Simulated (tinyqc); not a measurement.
Precursor delivery by bubblers, mass-transport growth and the solid composition of a III-V alloy. From solid fraction x back to carrier flow F2. Computed by tinyqc, a small Python program. Command: `OMP_NUM_THREADS=1 python tinyqc.py 3020466 3020467 out.jsonl movpe_thermo inv`. One thread of a shared host (Intel(R) Xeon(R) Processor @ 2.30GHz), about 0.03 s of CPU time with the checks.

1 sccm = 44.615 micromol/min; 1 torr = 133.322 Pa. The sources decompose fully at the surface.

Inputs (values chosen for the exercise, modelled on triethylgallium (source 1) and trimethylindium (source 2) for the vapour pressures):
```
quantity                                                                                                  value        unit
bath temperature T1                                                                                         299           K
bath temperature T2                                                                                         293           K
bubbler pressure p_b                                                                                        760        torr
carrier flow F1                                                                                              22        sccm
total flow F_t                                                                                               19         slm
group-V flow F_V                                                                                            120        sccm
reactor pressure p                                                                                          100        torr
growth temperature T                                                                                        920           K
diffusivity at 273 K and 760 torr                                                                          0.41      cm^2/s
flow cross-section A                                                                                         22        cm^2
distance from the leading edge z                                                                             13          cm
lattice constant a                                                                                         5.73    angstrom
interaction L0 of the solid                                                                                11.6      kJ/mol
log10 of p_B,eq over pure BC at 1000 K and 1 torr of group V (exaggerated: liquid indium has about -4.1)   -2.1  log10 torr
enthalpy of that equilibrium H                                                                              348      kJ/mol
```

Alloy: mixing on the group-III sites, with desorption of B.

constants a, b of source 1 (log10 torr, K): 8.096  2162

constants a, b of source 2 (log10 torr, K): 10.52  3014

Constants: k_B = 1.380649e-23 J/K; R = 8.314462618 J/(mol K).

Method:
- log10 p_v = a - b/T_bath; molar flow = F x 44.615 x p_v/(p_b - p_v) for a saturated bubbler.
- p_i = p n_i/(44615 F_t), F_t in slm; p_V = p F_V/(1000 F_t), counted per molecule supplied; V/III = 44.615 F_V/(n1 + n2); vapour fraction of source 2 = n2/(n1 + n2).
- Mean velocity u = (F_t/A)(760/p)(T/273); D = D0 (T/273)^1.75 (760/p); boundary layer delta = sqrt(pi D z/u); flux = D dp/(delta k_B T); growth rate = flux x a^3/4.
- A sticks fully. B desorbs: its surface pressure is p_B* = x gamma_B K/sqrt(p_V), ln gamma_B = L0 (1 - x)^2/(R T), K = 10^(log10 K at 1000 K) exp[-(H/R)(1/T - 1/1000)], p_V in torr. With equal diffusivities x = (p_2 - p_B*)/(p_1 + p_2 - p_B*). Growth rate = rate per torr x p_1/(1 - x).

Question. A run gave the result below. Find the carrier flow F2, known to lie between 34 and 63 sccm.

solid fraction x = 0.2457882

Answer.

Each step takes the trial c = (a f_b - b f_a)/(f_b - f_a), f being the result less the target and a, b, c the logarithms of the listed values; c replaces end b, the old b replaces a if the sign of f changed, and otherwise f_a is halved.

Scan of the range:
```
carrier flow F2 (sccm)  solid fraction x
34.0                            0.192071
37.7                            0.212749
41.8                            0.235059
46.3                            0.258708
51.3                            0.283870
56.8                            0.310136
63.0                            0.337965
```

False position (Illinois rule, in the logarithm of the input) inside the bracket:
```
step    end a    end b    trial  solid fraction x
1     41.8000  46.3000  43.7847          0.245602
2     46.3000  43.7847  43.8194          0.245785
3     46.3000  43.8194  43.8206          0.245791
4     43.8194  43.8206  43.8200          0.245788
```

Solid fraction x rises at every point of a 13-point scan of the range (every second point is shown), so one value fits; it is bracketed by 41.8 and 46.3. Answer: carrier flow F2 = 43.82 sccm.

Caution: the boundary layer is a quarter or more of the root of the cross-section, so it fills much of the channel and depletion along the flow matters.
